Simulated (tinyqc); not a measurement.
Thermal stress, cracking, delamination and buckling of a thin film; Griffith cracks and misfitting inclusions: one step, computed by the program tinyqc.

Isotropic linear elasticity; the substrate is much thicker than the film; stress is positive in tension.

Problem. Channel cracks and edge delamination. Channel crack through the film: G = pi g G0, critical thickness where G = Gamma_f. Steady delamination from an edge: G = G0, critical thickness where G = Gamma_i.

Inputs (values chosen for the exercise, modelled on an aluminium film on silicon):

| quantity | value | unit |
|---|---|---|
| film Young's modulus E | 69 | GPa |
| deposition temperature T_d | 500 | K |
| final temperature T | 300 | K |
| film thickness h | 2.8 | micrometre |
| film toughness Gamma_f | 2.42 | J/m^2 |
| interface toughness Gamma_i | 1.1 | J/m^2 |

factor g = 1.003522

G0 = 5.822444 J/m^2

Give: driving force for channelling; critical thickness for channelling; critical thickness for delamination.

Solution.

driving force for channelling = 18.36 J/m^2

critical thickness for channelling = 0.3691 micrometre

critical thickness for delamination = 0.5290 micrometre

As the film thickens, channel cracking comes first. At h the film can fail by both. Caution: at a stress above 0.4 % of E a ductile film would yield, and the elastic value is then an upper bound; a brittle film in tension cracks instead. Caution: plastic flow makes a ductile metal film far tougher than the brittle value used here.
